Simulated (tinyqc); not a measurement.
Inside a calculation: two-band k.p model of the X valleys of a zinc-blende crystal. Values are carried at full precision from step to step, so a last printed digit may differ when a step is redone from the rounded ones.

With x = D/D0: for x < 1 the minima lie at k_m = sqrt(ml D0 (1 - x^2)/(4 c)), the hump at X has the height dE = (D0/4)(1 - x)^2 and the mass at the minimum is ml/(1 - x^2); the mass at X is ml/(1 - 1/x), negative for x < 1. For x > 1 the minimum is at X.

Constants: hbar^2/2m0 = 3.80998211 eV angstrom^2; kB = 8.617333262e-05 eV/K.

Parameters, chosen for this exercise (of the order of those of AlAs; shifted at random, so the results belong to these values and not to a real crystal): D = 0.326 eV (splitting of the two conduction levels at X); D0 = 0.149 eV (coupling energy); ml = 0.618 m0 (mass along the axis from remote bands); k = 0.094 1/angstrom (wave vector from X); kmax = 0.12 1/angstrom (end of the path); mt = 0.208 m0 (transverse mass); T = 77 K (temperature).

## Shape of the lower band

Give x, k_m, dE and both masses.

x = 2.1879
k_m = 0.00000 1/angstrom
dE = 0.000 meV
mass at the minimum = 1.138 m0
mass at X = 1.138 m0

The splitting wins, so the minimum stays at X, with a mass raised by a factor of 1.84 through the repulsion from the upper band.

## The matrix at one k

k along the valley axis, counted from X, c = hbar^2/2m0, e = c k^2/ml. H = [[e - D/2, i P k], [-i P k, e + D/2]] with P^2 = D0 c/ml, so E = e -/+ sqrt(D^2/4 + D0 e). For D = 0 (diamond lattice) the bands cross at X.

Give P, the matrix, its levels and the weight of the lower X state in the lower band.

P = 0.9584 eV angstrom

H (eV):
```
[[-0.1085, 0.0901i],
 [-0.0901i, 0.2175]]
```

levels (eV): [-0.1318, 0.2407]

weight = 0.9376

## Dispersion along the axis

Nine points; energies of the lower band from its minimum, against a parabola about the minimum with the mass there.

Results:
```
k (1/angstrom)  lower band (meV)  parabola (meV)  gap to the upper band (eV)
0.0000                      0.00            0.00                      0.3260
0.0150                      0.75            0.75                      0.3273
0.0300                      3.03            3.01                      0.3310
0.0450                      6.87            6.78                      0.3372
0.0600                     12.35           12.05                      0.3457
0.0750                     19.53           18.83                      0.3563
0.0900                     28.52           27.11                      0.3688
0.1050                     39.41           36.90                      0.3831
0.1200                     52.29           48.20                      0.3990
```

At kmax the band lies at 52.3 meV and the parabola at 48.2 meV: far from X the curvature returns to 1/ml, so the band is steeper than the parabola of the minimum.

## Thermal masses

Thermal masses along the axis for one X point, lower band, E from the minimum, on 1601 points from -0.8 to 0.8 1/angstrom: density-of-states mass m_d = c I^2/(pi kT), I = integral of exp(-E/kT) dk; conductivity mass m_c = 2 c kT/<(dE/dk)^2> with central differences.

Give m_d, m_c and Nc = 3 x 2 (kT/(4 pi c))^(3/2) mt sqrt(m_d) for three X points; 1 angstrom^-3 = 1e24 cm^-3.

m_d = 1.117 m0
m_c = 1.097 m0
Nc = 2.152e+18 cm^-3

The edge mass is 1.138; thermal electrons sample the steeper part of the band.

## Checks

- Thermal masses without coupling against ml: both 0.6180.

(tinyqc, `OMP_NUM_THREADS=1 python tinyqc.py 1850808 1850809 out.jsonl`, Intel(R) Xeon(R) Processor @ 2.30GHz, 1 thread, shared host, about 0.01 s.)
